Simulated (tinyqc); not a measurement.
Floating body of a partially depleted SOI transistor: body voltage and kink: two steps of the calculation.

Source at 0 V. Channel current Ic = 2 nf K Vt^2 [F(0) - F(Vd)](1 + la Vd), F(V) = ln^2(1 + exp((Vg - VT - nf V)/(2 nf Vt))), VT = VT0 - gb Vb. Saturation voltage Vs = 2 Vt sqrt(F(0)) + 3 Vt, excess Ve = (Vd - Vs + sqrt((Vd - Vs)^2 + 0.0004 V^2))/2, multiplication M1 = Ai Ve exp(-Bl/Ve). Each junction passes D(v) = J1 (exp(v/Vt) - 1) + J2 (exp(v/(2 Vt)) - 1). Bipolar current Ib = bb J1 (exp(Vb/Vt) - 1). The body settles where M1 (Ic + Ib) = D(Vb) + D(Vb - Vd) + Vb/Rb; drain current Id = (1 + M1)(Ic + Ib) - D(Vb - Vd).

Values chosen for this exercise; values of the order met in partially depleted silicon-on-insulator transistors:
```
symbol,value,unit,meaning
T,300,K,temperature
VT0,0.4,V,threshold at zero body voltage
gb,0.1,,fall of the threshold per volt of body voltage
nf,1.47,,slope factor
K,320,uA/(V^2 um),gain factor per width
la,0.09,1/V,channel-length modulation factor
Ai,3.09,1/V,impact-ionisation prefactor
Bl,6.1,V,impact-ionisation voltage
J1,1.3e-13,uA/um,diffusion saturation current of each junction
J2,9.8e-9,uA/um,recombination saturation current of each junction
bb,1,,gain of the lateral bipolar transistor on the diffusion current
Rb,1e9,kohm um,"resistance of a weak body tie to the source (1e9 stands for no tie, and the term is then dropped)"
Vg,0.51,V,gate voltage
Vd,1.5,V,drain voltage
```

Constants: q = 1.602176634e-19 C, kB = 1.380649e-23 J/K, Vt = kB T/q. Results are converted to the units shown.

Task 1. New Vb. Current into the body I_in = M1 (Ic + Ib) - D(Vb - Vd), current out I_out = D(Vb) + Vb/Rb; f = ln(I_in/I_out), s = df/dVb by central differences over 1e-5 V, Vb(new) = Vb - f/s.

Vb after iteration 1 = 0.72239292 V

Find: Ic; Ve; M1; I_in; I_out; f; s; Vb after iteration 2.

Result 1.

Ic = 4.4060 uA/um
Ve = 1.2940 V
M1 = 0.035867
I_in = 0.16440 uA/um
I_out = 0.18913 uA/um
f = -0.14008
s = -35.353 1/V
Vb after iteration 2 = 0.71843 V

Task 2. Drain current with floating and with grounded body. Id and VT at the converged Vb, Id at Vb = 0, their ratio, and the bipolar share Ib/(Ic + Ib).

converged Vb = 0.71843686 V

Find: VT; Id, floating; Id, grounded; ratio; bipolar share.

Result 2.

VT = 0.32816 V
Id, floating = 4.7047 uA/um
Id, grounded = 2.0476 uA/um
ratio = 2.2977
bipolar share = 3.3569 %

The body rises to 0.718 V and lowers the threshold by 71.8 mV.

Range of the model: The multiplication law is an empirical form chosen for the exercise; self-heating and capacitive coupling to the body are left out, and the linear laws are rough once Vb passes about 0.7 V or M1 about 0.1.

Computed by the program tinyqc: `OMP_NUM_THREADS=1 python tinyqc.py 2182090 2182091 out.jsonl`, one thread of a shared Intel Xeon 2.30GHz, about 0.2 s for the whole run.
